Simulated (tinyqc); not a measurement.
## Channel mobility from two channel lengths

Problem. Two power MOSFETs differ only in channel length: R_on = R_rest + Lc (Wp + a)/(2 mch Cox Vov), Cox = 3.9 eps0/tox. Find mch and R_rest.

Values chosen for this exercise:
```
symbol  value  unit                                             meaning
tox        51    nm                    gate oxide thickness (eps_r 3.9)
Vov         7     V                                      gate overdrive
Wp        2.8    um  width of the p body in one cell, channels included
a         2.2    um                   gap between neighbouring p bodies
```

Constants: eps0 = 8.8541878128e-14 F/cm where lengths are in cm. Results are converted to the units shown.

R_on at Lc = 0.42 and 0.84 um (mohm cm^2): [2.2912069, 3.0824138]

Solution. R_on is a straight line in Lc; its slope gives mch and its intercept the rest.

mch = 28.00 cm^2/(V s)
R_rest = 1.500 mohm cm^2

tinyqc, about 0.01 s, one thread, Intel Xeon 2.30GHz (shared host): `OMP_NUM_THREADS=1 python tinyqc.py 2230011 2230012 out.jsonl`
